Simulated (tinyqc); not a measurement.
What moves the results: Gamma, L and X subbands of a thin body with non-parabolic valleys. A value that a table varies takes the place of the one given here.

Hard walls, flat band, c = hbar^2/2m0, energies from the bulk Gamma edge. For a valley at angle theta to the normal 1/m_z = cos^2/ml + sin^2/mt and m_d = sqrt(ml mt^2/m_z). Subband n starts at E_v + e with e (1 + a e) = c (n pi/t)^2/m_z, and its density-of-states mass is taken as m_d (1 + 2 a e), without further growth at higher in-plane energy. Groups are named by valley and degeneracy.

n_i = g m/(2 pi c) kB T ln(1 + exp((EF - E_i)/kB T)), sum n_i = Ns (1e12/cm^2 = 1e-4/angstrom^2), c = hbar^2/2m0. Quantum capacitance Cq = 1602.176634 sum g m/(2 pi c) f_i in microfarad/cm^2 with f_i = 1/(1 + exp((E_i - EF)/kB T)); Cox = 34.5313/eot (one gate); C/Cox = Cq/(Cq + Cox), the centroid term left out.

Constants: hbar^2/2m0 = 3.80998211 eV angstrom^2; kB = 8.617333262e-05 eV/K.

Parameters, chosen for this exercise (near those of a thin GaAs channel; not measured data):
- face = 111 (surface)
- mG = 0.0661 m0 (Gamma mass)
- aG = 0.58 1/eV (Gamma non-parabolicity)
- EL = 0.317 eV (L edge above Gamma)
- mL = (1.833, 0.077) m0 (L valleys (four, along <111>): ml, mt)
- EX = 0.497 eV (X edge above Gamma)
- mX = (1.287, 0.227) m0 (X valleys (three, along <100>): ml, mt)
- aS = 0.53 1/eV (non-parabolicity of L and X)
- Ns = 5.6 x 1e12/cm^2 (sheet density)
- T = 300 K (temperature)
- eot = 13 angstrom (equivalent oxide thickness)
- ts = (20, 26, 34, 45, 60, 85, 130) angstrom (thicknesses)
- t = 38 angstrom (body thickness)
- Nl = (0.5, 1, 2, 4, 7, 11, 16) x 1e12/cm^2 (sheet densities)

## Thinning the body

Lowest edge of each valley type, the lowest group, the Gamma share and C/Cox, with n = 1 to 8 of all groups.

Results:
```
t (angstrom)  Gamma (eV)  L (eV)  X (eV)  lowest  Gamma share (%)  C/Cox
20                 0.925   0.367   0.761      L1              0.0  0.768
26                 0.619   0.347   0.661      L1              0.1  0.793
34                 0.400   0.335   0.596      L1             21.6  0.849
45                 0.246   0.327   0.555      G1             67.9  0.829
60                 0.146   0.323   0.530      G1             88.9  0.764
85                 0.075   0.320   0.513      G1             96.5  0.740
130                0.033   0.318   0.504      G1             99.5  0.777
```

From 130 down to 20 angstrom Gamma rises by 0.89 eV, L by 0.05 and X by 0.26 eV, the light Gamma mass moving most. The lowest group changes from G1 to L1 between 45 and 34 angstrom. The Gamma share goes from 100 % to 0 %. C/Cox is 0.78 and 0.77 at the ends and lies between 0.74 and 0.85. Hard walls overstate the rise in the thinnest rows.

## Raising the sheet density

Fixed thickness, n = 1 to 8 of all groups; the gate overdrive above the lowest edge is (EF - E_lowest)/e + 0.1602177 Ns/Cox in volts.

Results:
```
Ns (1e12/cm^2)  EF - lowest (eV)  Gamma share (%)     Cq  C/Cox  overdrive (V)
0.5                       -0.033             48.6   2.78  0.511         -0.003
1.0                       -0.012             48.1   5.03  0.654          0.048
2.0                        0.012             46.9   8.42  0.760          0.133
4.0                        0.042             44.6  12.75  0.828          0.283
7.0                        0.075             41.5  16.62  0.862          0.497
11.0                       0.109             38.1  20.45  0.885          0.773
16.0                       0.144             34.5  25.62  0.906          1.109
```

The lowest subband is G1 n=1. At the highest density band filling takes 0.144 V of the 1.109 V overdrive. Cq grows from 2.8 to 25.6 microfarad/cm^2 while EF moves from -0.033 to +0.144 eV against the lowest edge; the Gamma share stays within 34 to 49 %.

## What each parameter does

n = 1 to 8 of all groups. Each row changes one parameter from the base and keeps the others.

Results:
```
case                  lowest edge (eV)  EF (eV)  Gamma share (%)  C/Cox
base                             0.331    0.391             42.9  0.850
t = 32 angstrom                  0.337    0.435             10.8  0.837
mG = 0.076 m0                    0.293    0.372             61.0  0.841
aG = 0.41 1/eV                   0.331    0.398             35.4  0.851
EL = 0.367 eV                    0.331    0.420             61.8  0.836
Ns = 8.4 x 1e12/cm^2             0.331    0.418             40.2  0.872
eot = 11 angstrom                0.331    0.391             42.9  0.827
T = 250 K                        0.331    0.394             43.8  0.854
```

The largest shifts from the base row, up to three for each result and ties (the steps differ in size, so this ranks the rows, not the parameters). lowest edge (eV): mG -0.038, t +0.006; unchanged at the printed digits by aG, EL, Ns, eot and T. EF (eV): t +0.044, EL +0.029, Ns +0.027; unchanged at the printed digits by eot. Gamma share (%): t -32.1, EL +18.9, mG +18.1; unchanged at the printed digits by eot. C/Cox: eot -0.023, Ns +0.022, EL -0.014.

Run: tinyqc, `OMP_NUM_THREADS=1 python tinyqc.py 1281302 1281303 out.jsonl`; Intel(R) Xeon(R) Processor @ 2.30GHz, one thread, shared host; about 0.03 s of CPU time with all checks.
